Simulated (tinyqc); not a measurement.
MP2 on RHF in the sto-6g basis, for H3+, spin multiplicity 1, step by step. One step of it, computed by the program tinyqc.

Task: Iteration 8 (converged): orbitals. Diagonalise F' = X^T F X, C = X C', fill 1 alpha and 1 beta electrons from the bottom; D = 2 C_occ C_occ^T. Each column has its largest component positive (the first on a tie).

converged F (hartree), lower triangle:
```
,1H 1s,2H 1s,3H 1s
1H 1s,-0.932616
2H 1s,-0.805736,-0.691683
3H 1s,-0.805709,-0.479017,-0.691666
```

X:
```
,1,2,3
1H 1s,1.419205,-0.000018,0.461456
2H 1s,-0.856385,-0.825350,0.382384
3H 1s,-0.856313,0.825390,0.382375
```

Give: F' = X^T F X; orbital energies; coefficients C; D after iteration 8.

Result:

F' = X^T F X (hartree), lower triangle:
```
,1,2,3
1,0.3215
2,0.0000,-0.2897
3,-0.0818,0.0000,-1.1096
```

orbital energies (hartree): MO1 -1.1143, MO2 -0.2897, MO3 0.3261

coefficients C:
```
,MO1,MO2,MO3
1H 1s,0.5414,0.0000,1.3907
2H 1s,0.3331,-0.8253,-0.8767
3H 1s,0.3331,0.8254,-0.8767
```

D after iteration 8, lower triangle:
```
,1H 1s,2H 1s,3H 1s
1H 1s,0.5863
2H 1s,0.3607,0.2219
3H 1s,0.3606,0.2219,0.2218
```
